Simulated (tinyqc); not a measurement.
Resonant-tunnelling diode, transfer matrices and Tsu-Esaki current: two steps of the calculation.

Emitter (band edge 0), barrier d1, well Lw, barrier d2, collector (edge -V). The bias drops linearly over these layers and none in the contacts; each layer is cut into ns equal slices, flat at the value of their centres. E is the energy of motion across the layers, C = hbar^2/(2 m0), psi and psi'/m are continuous. Transport is coherent, T(E) is taken as independent of the transverse momentum, and charge in the well is ignored.

Parameters, values chosen for the exercise; masses and offsets close to those of InGaAs wells and AlAs barriers: mass in the well, spacer and contacts mw = 0.04 m0; barrier height U1 = 1.2 eV; barrier mass m1 = 0.15 m0; emitter barrier d1 = 1.1 nm; well width Lw = 2.5 nm; collector barrier d2 = 0.9 nm; slices in each layer ns = 2; bias of the collector V = 0.27 V; trial energy E = 0.20812 eV.

Constants: q = 1.602176634e-19 C, hbar = 1.054571817e-34 J s, m0 = 9.1093837015e-31 kg, hbar^2/(2 m0) = 0.0380998212 eV nm^2. Results are converted to the units shown.

Problem 1. Slices under bias. U = edge of the layer - V x/Lt at the centre x of each slice, Lt the summed thickness.

Wanted: U; m; width.

Solution 1.

| slice | U (eV) | m (m0) | width (nm) |
|---|---|---|---|
| 0 | 1.183 | 0.15 | 0.5500 |
| 1 | 1.151 | 0.15 | 0.5500 |
| 2 | -0.103 | 0.04 | 1.250 |
| 3 | -0.178 | 0.04 | 1.250 |
| 4 | 0.971 | 0.15 | 0.4500 |
| 5 | 0.944 | 0.15 | 0.4500 |

Problem 2. Running product of the slice matrices at the trial energy. For the pair (psi, psi'/m) a flat layer has M = [[cos kd, (m/k) sin kd], [-(k/m) sin kd, cos kd]] with k = sqrt(m (E - U)/C) above its edge U, and M = [[cosh Kd, (m/K) sinh Kd], [(K/m) sinh Kd, cosh Kd]] with K = sqrt(m (U - E)/C) below it. Later slices stand to the left. With M acting on (psi, psi'/m) and v = k/m in each lead, T(E) = 4 vL vR/[(vL vR M12 - M21)^2 + (vR M11 + vL M22)^2]. vL = sqrt(mw E/C)/mw, vR = sqrt(mw (E + V)/C)/mw.

| slice | U (eV) | m (m0) | width (nm) |
|---|---|---|---|
| 0 | 1.1835000 | 0.15 | 0.55 |
| 1 | 1.1505000 | 0.15 | 0.55 |
| 2 | -0.1035000 | 0.04 | 1.25 |
| 3 | -0.1785000 | 0.04 | 1.25 |
| 4 | 0.9705000 | 0.15 | 0.45 |
| 5 | 0.9435000 | 0.15 | 0.45 |

Wanted: Product after each layer; T(E).

Solution 2.

Product after each layer:

|  | M11 | M12 (nm) | M21 (1/nm) | M22 |
|---|---|---|---|---|
| barrier d1 | 4.325 | 0.3226 | 54.13 | 4.269 |
| well | 4.034 | 0.3161 | -65.22 | -4.863 |
| barrier d2 | -2.810 | -0.1717 | -55.67 | -3.758 |

T(E) = 0.09017

tinyqc, about 0.07 s, one thread, Intel Xeon 2.30GHz (shared host): `OMP_NUM_THREADS=1 python tinyqc.py 2600039 2600040 out.jsonl`
